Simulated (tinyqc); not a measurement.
# Zener tunnelling in a reverse-biased junction, two-band WKB, step by step

Program tinyqc, `OMP_NUM_THREADS=1 python tinyqc.py 2620041 2620042 out.jsonl`; Intel Xeon 2.30GHz, shared host, one thread, about 0.01 s. Printed values are rounded.

Abrupt p-n junction, depletion approximation. Energies E are counted from the conduction-band edge of the neutral n side; its Fermi level lies at dn, that of the p side at dn - V, and the valence-band edge of the neutral p side at Em = dn + dp - V. Tunnelling needs 0 < E < Em. Two-band dispersion with equal masses m: inside the gap kappa = sqrt(m u (1 - u/Eg)/C), u the distance from a band edge, C = hbar^2/(2 m0).

Values chosen for this exercise; band and dielectric values close to those of In0.53Ga0.47As:

| symbol | value | unit | meaning |
|---|---|---|---|
| T | 200 | K | temperature |
| Eg | 0.747 | eV | band gap |
| eps_r | 13.8 |  | relative permittivity |
| Nc | 1.14e17 | cm^-3 | conduction-band density of states at 200 K |
| Nv | 4.26e18 | cm^-3 | valence-band density of states at 200 K |
| m | 0.047 | m0 | band-edge mass of the two-band model |
| Na | 2.5e19 | cm^-3 | acceptor density |
| Nd | 3.3e18 | cm^-3 | donor density |
| V | -2.3 | V | bias of the p side |
| nE | 11 |  | points of the energy grid |

Constants: q = 1.602176634e-19 C, kB = 1.380649e-23 J/K, hbar = 1.054571817e-34 J s, h = 6.62607015e-34 J s, m0 = 9.1093837015e-31 kg, Vt = kB T/q, eps0 = 8.8541878128e-14 F/cm where lengths are in cm, hbar^2/(2 m0) = 0.0380998212 eV nm^2. Results are converted to the units shown.

Range of the model: Parabolic densities of states, no band tails and no gap narrowing, all of which matter at such doping.

## Fermi levels and built-in voltage

Nd = Nc F12(dn/Vt), Na = Nv F12(dp/Vt), F12(x) = (2/sqrt(pi)) int_0^infinity sqrt(u)/(1 + exp(u - x)) du; dn = EF - Ec on the n side, dp = Ev - EF on the p side (negative outside the bands); Vbi = Eg + dn + dp.

dn = 0.195183 eV
dp = 0.0637575 eV
Vbi = 1.00594 V

Boltzmann statistics would give dn = 0.0580 eV and dp = 0.0305 eV. At zero bias the bands of the two sides overlap by dn + dp.

## Width, field and exponent

W = sqrt(2 eps0 eps_r (Vbi - V)(1/Na + 1/Nd)/q), mean field F = (Vbi - V)/W, peak field 2 F. In a uniform field F the exponent is S = pi sqrt(m/C) Eg^1.5/(4 F). Transverse energy Et = C kt^2/m raises it to S (1 + 4 Et/Eg), so T = exp(-S) exp(-Et/Eb) with Eb = Eg/(4 S). KJ = (2 q^2/h) m/(4 pi C) (times 1e14 for A/cm^2 per eV^2).

W = 41.5899 nm
mean field = 0.794891 MV/cm
S = 7.08518
exp(-S) = 8.37426e-4
Eb = 26.3578 meV
tunnelling length Eg/F = 9.39752 nm

## Current density on a coarse grid

J = KJ exp(-S) Eb times the integral from 0 to Em of [f(E - dn) - f(E - dn + V)] [1 - exp(-min(E, Em - E)/Eb)] dE, f(x) = 1/(1 + exp(x/Vt)), with S and Eb from the mean field; J > 0 flows from p to n. KJ = (2 q^2/h) m/(4 pi C) (times 1e14 for A/cm^2 per eV^2). Simpson's rule on nE equally spaced points from 0 to Em.

```
point,E (eV),difference of the f,transverse factor
0,0.00000,-0.00001,0.00000
1,0.25589,-0.97132,0.99994
2,0.51179,-1.00000,1.00000
3,0.76768,-1.00000,1.00000
4,1.02358,-1.00000,1.00000
5,1.27947,-1.00000,1.00000
6,1.53536,-1.00000,1.00000
7,1.79126,-1.00000,1.00000
8,2.04715,-1.00000,1.00000
9,2.30305,-0.99999,0.99994
10,2.55894,-0.02414,0.00000
```

integral = -2.37851 eV
KJ = 7.60606e8 A/(cm^2 eV^2)
J = -39932.1 A/cm^2

A converged quadrature gives -38540 A/cm^2; this grid is 3.6 % above that in size.
